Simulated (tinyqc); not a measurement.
Vibrations of a mass or spring defect in a linear chain: one step, computed by the program tinyqc. Command: `OMP_NUM_THREADS=1 python tinyqc.py 3020656 3020657 out.jsonl localmode walk`. One thread of a shared host (Intel(R) Xeon(R) Processor @ 2.30GHz), about 0.01 s of CPU time with the checks.

A ring of N atoms with nearest-neighbour springs k and motion along the chain. Atom 1 is the defect, of mass M', and its two springs are k'. All other atoms have the mass M.

Problem. Frequencies of the ring. Diagonalise D and leave out the zero eigenvalue of the uniform shift. nu = 15.6333042 THz x sqrt(lambda), lambda in eV/(angstrom^2 u).

Host: monatomic.

D (eV/(angstrom^2 u)):
```
            1           2           3           4           5           6
1   0.7289720  -0.2519119   0.0000000   0.0000000   0.0000000  -0.2519119
2  -0.2519119   0.3482143  -0.1741071   0.0000000   0.0000000   0.0000000
3   0.0000000  -0.1741071   0.3482143  -0.1741071   0.0000000   0.0000000
4   0.0000000   0.0000000  -0.1741071   0.3482143  -0.1741071   0.0000000
5   0.0000000   0.0000000   0.0000000  -0.1741071   0.3482143  -0.1741071
6  -0.2519119   0.0000000   0.0000000   0.0000000  -0.1741071   0.3482143
```

Constants: nu for 1 eV/(angstrom^2 u) = 15.6333042 THz.

Give: nonzero frequencies.

Solution.

nonzero frequencies (THz): 6.52  7.13  11.30  12.17  15.31
